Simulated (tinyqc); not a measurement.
Level against strength of the defect: Koster-Slater impurity in an sp3s* host.

sp3s* tight binding, nearest neighbours only: anion (a) at 0, cation (c) at a/4 (1,1,1), orbitals s, px, py, pz, s* on each; k in units of 2 pi/a. With phases e_j = exp(i (pi/2) k.n_j) for n = (1,1,1), (1,-1,-1), (-1,1,-1), (-1,-1,1): g0 = (e1+e2+e3+e4)/4, g1 = (e1+e2-e3-e4)/4, g2 = (e1-e2+e3-e4)/4, g3 = (e1-e2-e3+e4)/4. The diagonal holds the levels Esa, Epa, Exa (s*) and Esc, Epc, Exc. Anion-cation block: <sa|sc> = Vss g0; <sa|xc> = Vsapc g1; <xa|sc> = -Vscpa g1; <xa|xc> = Vxx g0; <xa|yc> = <ya|xc> = Vxy g3, <xa|zc> = <za|xc> = Vxy g2, <ya|zc> = <za|yc> = Vxy g1; <s*a|xc> = Vxapc g1; <xa|s*c> = -Vpaxc g1; y and z take g2 and g3 in place of g1; s-s* and s*-s* vanish.

A defect on a cation site (c) shifts the s level there by Vs or the three p levels by Vp and leaves the rest. A level in the gap solves 1/Vs = G_s(E) (symmetry A1) or 1/Vp = G_p(E) (T2, threefold), with G(E) = (1/N^3) sum over k and bands of w/(E - e), where w is the weight of the state on the s orbital of that site, or the mean weight on its px, py, pz. Mesh: k = f1 (-1,1,1) + f2 (1,-1,1) + f3 (1,1,-1), f = (j + 1/2)/N, j = 0 to N - 1. Energies from the top of the valence band at Gamma; the s* orbital of the site is left as it is. An infinite shift removes the s or p orbitals, the model of the ideal vacancy: G(E) = 0.

Parameters, chosen for this exercise (out of a larger set: near a published set for GaP; not measured data): p = (-8.115, 1.124, -2.198, 4.116, 8.486, 7.21, -7.452, 2.154, 5.138, 4.272, 6.32, 4.657, 5.096) eV (order Esa, Epa, Esc, Epc, Exa, Exc, Vss, Vxx, Vxy, Vsapc, Vscpa, Vxapc, Vpaxc); N = 4 (mesh).

Eg (smallest gap of the host) = 2.33843 eV

A dash: no level in the gap from 0 to Eg. The last row is the ideal vacancy.

Levels (eV above the valence band):

| shift (eV) | A1 | T2 |
|---|---|---|
| -40 | - | 0.238 |
| -20 | - | 0.468 |
| -12 | 0.153 | 0.806 |
| -8 | 0.699 | 1.194 |
| -5 | 1.320 | 1.667 |
| -3 | 1.855 | 2.035 |
| +3 | - | - |
| +5 | - | - |
| +8 | - | - |
| +12 | - | - |
| +20 | - | - |
| +40 | - | - |
| vacancy | - | 0.058 |

What can be read from this table?

A1: a level lies in the gap for the attractive shifts -3, -5, -8 and -12 eV, and no repulsive one does; G has no zero in the gap, so there is no vacancy level there and a strong enough shift drives the level out through the far edge. T2: a level lies in the gap for the attractive shifts -3, -5, -8, -12, -20 and -40 eV, and no repulsive one does; the vacancy level lies at 0.058 eV. A level passes the edges where the shift equals 1/G, a value that is sensitive to the mesh there: on this one 1/G(0) = -13.6 and 1/G(Eg) = -1.2 eV for s, 93.7 and -0.9 eV for p.

Program tinyqc; command `OMP_NUM_THREADS=1 python tinyqc.py 1450015 1450016 out.jsonl`; about 0.01 s on one thread of a shared Intel(R) Xeon(R) Processor @ 2.30GHz.
